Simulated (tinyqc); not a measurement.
Band bending at a free surface with a continuum of surface states, surface photovoltage and Kelvin probe: one step of the calculation.

n-type bulk, xi = Ec - EF = Vt ln(Nc/Nd), p0 = ni^2/Nd, ni = sqrt(Nc Nv) exp(-Eg/(2 Vt)), Eg in volts. b is the upward band bending, u = b/Vt. Space charge per area, in units of q: Qc = sign(b) sqrt((2 eps0 eps_r Vt/q) [(Nd + dn)(exp(-u) - 1) + Nd u + (p0 + dn)(exp(u) - 1)]), with dn the excess density under light (flat quasi-Fermi levels; 0 in the dark). The states hold -Ds (E0 - xi - b): negative while the Fermi level lies above the neutrality level. Neutrality: Qc + Qf + (charge of the states) = 0.

Problem. Bulk quantities. xi, ni, p0, the Debye length sqrt(eps0 eps_r Vt/(q Nd)) and the flat-band work function chi + xi.

Inputs (values chosen for the exercise); band and dielectric values close to those of silicon: temperature T = 300 K; band gap Eg = 1.14 eV; relative permittivity eps_r = 11.5; conduction-band density of states at T Nc = 2.86e19 cm^-3; valence-band density of states at T Nv = 2.69e19 cm^-3; electron affinity chi = 4.04 eV; donor density Nd = 3.7e17 cm^-3.

Constants: q = 1.602176634e-19 C, kB = 1.380649e-23 J/K, Vt = kB T/q, eps0 = 8.8541878128e-14 F/cm where lengths are in cm. Results are converted to the units shown.

Wanted: xi; ni; p0; Debye length; chi + xi.

Solution.

xi = 0.11240 eV
ni = 7.3702e9 cm^-3
p0 = 146.81 cm^-3
Debye length = 6.6637 nm
chi + xi = 4.1524 eV

tinyqc, about 0.01 s, one thread, Intel Xeon 2.30GHz (shared host): `OMP_NUM_THREADS=1 python tinyqc.py 2430036 2430037 out.jsonl`
